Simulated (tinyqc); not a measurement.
Inside a calculation. Model: electron-beam lithography: double-Gaussian proximity function, edge placement and dose correction for parallel lines. Computed by tinyqc, a small Python program that keeps every step. Command: `OMP_NUM_THREADS=1 python tinyqc.py 3114154 3114155 out.jsonl proximity walk`. One thread of a shared host (Intel(R) Xeon(R) Processor @ 2.30GHz), about 0.01 s of CPU time with the checks. Intermediate numbers are printed to about 5 digits and carried at full precision; extremes and crossings named in words are read from the listed rows.

Lines are infinitely long. Absorbed energy is counted so that the middle of a very large area written at dose 1 receives 1; the resist develops where it exceeds 1/2.

Inputs (values chosen for the exercise, of the order of those for 100 keV electrons in resist on silicon):
```
quantity                              value               unit
forward range alpha                   0.027         micrometre
backscatter range beta                   34         micrometre
backscatter ratio eta                  0.78                  -
base dose D0                            650  microcoulomb/cm^2
beam current                            7.5                 nA
pixel size                                5                 nm
width of the test line                0.071         micrometre
pattern density around the test line   0.25                  -
```

line widths (micrometre): 0.031  0.035  43  0.073  9

gaps between the lines (micrometre): 0.054  2  4.1  0.15

Constants: e = 1.602176634e-19 C.

## Layout

The first line starts at x = 0; each next one starts after the width and the gap.

Lines (micrometre):
```
line   left edge  right edge      centre
1              0  3.1000e-02  1.5500e-02
2     8.5000e-02  1.2000e-01  1.0250e-01
3     2.1200e+00  4.5120e+01  2.3620e+01
4     4.9220e+01  4.9293e+01  4.9257e+01
5     4.9443e+01  5.8443e+01  5.3943e+01
```

## Interaction matrix

f(r) = [exp(-r^2/alpha^2)/alpha^2 + eta exp(-r^2/beta^2)/beta^2]/(pi (1 + eta)). A line from a to b at dose d gives E(x) = d [S(alpha) + eta S(beta)]/(1 + eta), S(s) = [erf((b - x)/s) - erf((a - x)/s)]/2. M_ij is the mean of E at the two edges of line i from line j at dose 1.

M:
```
         1        2        3        4        5
1  0.25179  0.00091  0.19053  0.00007  0.00541
2  0.00088  0.26240  0.19105  0.00007  0.00546
3  0.00013  0.00015  0.48386  0.00030  0.03371
4  0.00003  0.00003  0.17823  0.28139  0.06385
5  0.00002  0.00002  0.14993  0.00051  0.34484
```

## Dose correction

Uncorrected edge energies are M 1. Solve M d = 1/2 for the doses d that put the mean edge energy of every line at the threshold.

edge energies at dose 1: 1 0.44871, 2 0.45985, 3 0.51815, 4 0.52354, 5 0.49533

corrected doses: 1 1.2325, 2 1.1805, 3 0.9603, 4 0.9345, 5 1.0309

largest over smallest dose = 1.3189

Line 1 needs the most and line 4 the least; a narrow isolated line much wider than alpha would need 1 + eta = 1.78.

## Printed widths

Edges are the roots of E(x) = 1/2 between a line centre and the middle of the next gap. Three cases: dose 1 everywhere; one common dose equal to the mean of d; the corrected doses.

Width error, printed less drawn (nm):
```
line  drawn width (nm)   dose 1  mean dose  corrected
1                   31  -14.240    -4.8072   0.001915
2                   35   -9.083    -1.8025   0.001336
3                43000    3.117     8.6288   0.000343
4                   73    4.020     9.5146   0.000017
5                 9000   -0.799     4.6557   0.002054
```

With the common mean dose the errors span 14.3 nm. With corrected doses the largest error is below 0.01 nm.

## Dose to size and latitude

A test line of width w << beta in surroundings of density rho, all at dose d: near its edge E(x) = d [S + eta rho]/(1 + eta), S = [erf((b - x)/alpha) - erf((a - x)/alpha)]/2 for edges a and b, the second term being the background energy. Dose to size d_s = (1 + eta)/(erf(w/alpha) + 2 eta rho), dose = d_s D0; edge slope d [1 - exp(-w^2/alpha^2)]/(sqrt(pi) alpha (1 + eta)); width change per 1 % of dose = 2 x 0.01 x (1/2)/slope.

dose to size d_s = 1.2808

dose = 832.49 microcoulomb/cm^2

edge slope = 0.015020 1/nm

width change per 1 % of dose = 0.66577 nm

background energy = 0.14031

The background supplies 28 % of the threshold.

## Shot noise and writing time

With dose = d_s D0: electrons per pixel N = dose x pixel area/e; relative noise 1/sqrt(N); time per cm^2 of pattern area = dose x density/current; pixel rate = current/(dose x pixel area).

electrons per pixel = 1299.0

shot noise = 2.7746 %

writing time per cm^2 = 7.7083 h

pixel rate = 36.036 MHz

Checks made by the program: corrected edge energies (relative difference below 1e-10).
